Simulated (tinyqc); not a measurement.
Pair of shallow donors (hydrogen-like orbitals): one step. Two electrons and exchange. Two cases, with inputs chosen for the exercise.

Task: Give C, X, Q, A and J.

Each donor has the orbital exp(-r/a); energy unit Ha* = q/(eps a), q = e^2/(4 pi eps0), so that a lone donor is bound by Ha*/2; x = R/a. One electron: S = (1 + x + x^2/3) exp(-x), j = 1/x - (1 + 1/x) exp(-2x), k = (1 + x) exp(-x); levels E(+/-) = -1/2 - (j +/- k)/(1 +/- S) in Ha*, without the repulsion of the ions, split by D = |E(-) - E(+)|.

Two electrons, Heitler-London: with S' = (1 - x + x^2/3) exp(x), C = 1/x - exp(-2x)(1/x + 11/8 + 3x/4 + x^2/6), X = (1/5){exp(-2x)(25/8 - 23x/4 - 3x^2 - x^3/3) + (6/x)[S^2 (0.5772157 + ln x) + S'^2 Ei(-4x) - 2 S S' Ei(-2x)]}, Q = C - 2j + 1/x and A = X - 2 S k + S^2/x, the singlet and triplet lie at (Q +/- w A)/(1 +/- w S^2) from two lone donors, with the valley weight w = 1 (one valley); the exchange is J = triplet - singlet.

Give: C, X, Q, A; J.

Case 1.

Ha* = 53.78621 meV
x = 5.652174

Result:

C, X, Q, A (Ha*): 0.1768  0.001391  -0.0001079  -0.0007918

J = 85.1 micro-eV

A swap of the two spins takes pi hbar/J = 0.0243 ns (hbar = 6.58212e-16 eV s). Against the one-electron splitting D = 1.36 meV, J/D = 0.063: exchange needs both electrons to tunnel and falls as exp(-2x), D as exp(-x).

Case 2.

Ha* = 67.46461 meV
x = 6.551724

Result:

C, X, Q, A (Ha*): 0.1526  0.0003426  -2.301e-05  -0.0001816

J = 24.5 micro-eV

A swap of the two spins takes pi hbar/J = 0.0844 ns (hbar = 6.58212e-16 eV s). Against the one-electron splitting D = 0.813 meV, J/D = 0.03: exchange needs both electrons to tunnel and falls as exp(-2x), D as exp(-x).

Computed by tinyqc, one run a case: `OMP_NUM_THREADS=1 python tinyqc.py N N+1 out.jsonl` with N = 1281631, 1282485; one thread of a shared Intel(R) Xeon(R) Processor @ 2.30GHz, about 0.01 s a run at most.
